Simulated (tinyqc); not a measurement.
Worked calculation: UHF in the sto-3g basis, for H4, spin multiplicity 3. This run ends on a higher stationary point, not on the lowest solution. Computed by tinyqc, a small Python program that keeps every step (integrals from PySCF). Settings: charge = 0, multiplicity = 3, basis = sto-3g, energy threshold = 1e-10, iteration cap = 58, orthogonalisation = canonical, start = atomic densities, DIIS depth = 3, DIIS from iteration = 2, method = UHF. Command: `OMP_NUM_THREADS=1 python tinyqc.py 23092 23093 out.jsonl` (the two numbers bound the seeds that draw the settings). One thread of a shared host (Intel(R) Xeon(R) Processor @ 2.60GHz), about 0.1 s of CPU time with the checks.

Geometry (angstrom):
```
atom         x         y         z
H     0.000000  0.000000  0.000000
H     0.000000  0.000000  1.609000
H     0.000000  0.000000  3.992000
H     0.000000  0.000000  5.601000
```

Stop when the energy changes by less than 1e-10 hartree and every element of the error matrix X^T (F D S - S D F) X (for each spin) is below 3e-06.

Course of the cycle:
```
iteration  E (hartree)     change  largest element of the error matrix
1          -1.37685591          -                             4.00e-03
2          -1.62226395  -2.45e-01                             3.56e-02
3          -1.63290856  -1.06e-02                             3.48e-02
4          -1.65729452  -2.44e-02                             1.24e-02
5          -1.65739844  -1.04e-04                             1.03e-02
6          -1.65805295  -6.55e-04                             6.67e-03
7          -1.65840407  -3.51e-04                             3.18e-04
8          -1.65840492  -8.50e-07                             1.95e-06
9          -1.65840492  -2.98e-11                             5.30e-07
```

Can the last value be used, and what does the course show?

No, though the log alone does not show it. Converged in 9 iterations. But the solution lies 0.19526 hartree above the reference: it is another stationary point, not the lowest one. Reruns (cap 100 unless said): DIIS 8: converged in 22 to a higher stationary point; damping 0.5: converged in 95; level shift 0.5: converged in 47 to a higher stationary point; atomic densities as start, DIIS 8: converged in 15 to a higher stationary point. PySCF UHF in the same basis, after a stability check = -1.85366160 hartree.
